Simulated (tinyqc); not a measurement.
Three-phonon processes in a diatomic chain: dispersion, energy and momentum conservation, and decay channels of optical phonons: one step, computed by the program tinyqc. Command: `OMP_NUM_THREADS=1 python tinyqc.py 3120059 3120060 out.jsonl threeph walk`. One thread of a shared host (Intel(R) Xeon(R) Processor @ 2.30GHz), about 0.05 s of CPU time with the checks.

Cell length a, two atoms, one spring constant. x = q a/pi runs from -1 to 1; A and O are the acoustic and optical branches. Matrix elements are not computed: only conservation laws and occupation factors are followed.

Task: Band edges. omega^2 = k (1/m + 1/M) -/+ k sqrt((1/m + 1/M)^2 - 4 sin^2(pi x/2)/(m M)); nu = 15.6333042 THz x sqrt(omega^2) for eV/(angstrom^2 u). Acoustic top sqrt(2 k/M), optical bottom sqrt(2 k/m), optical top sqrt(2 k (1/m + 1/M)).

Inputs (values chosen for the exercise, for a model chain): light mass m = 31 u; heavy mass M = 66.6 u; spring constant k = 11 eV/angstrom^2.

Constants: nu for 1 eV/(angstrom^2 u) = 15.6333042 THz.

Give: acoustic top; optical bottom; optical top; optical top over twice the acoustic top; optical bottom over twice the acoustic top; optical width over acoustic top.

Result:

acoustic top = 8.9851 THz

optical bottom = 13.170 THz

optical top = 15.943 THz

optical top over twice the acoustic top = 0.88718

optical bottom over twice the acoustic top = 0.73287

optical width over acoustic top = 0.30863

The zone-centre optical phonon can decay into two acoustic ones: this needs M/m <= 3.
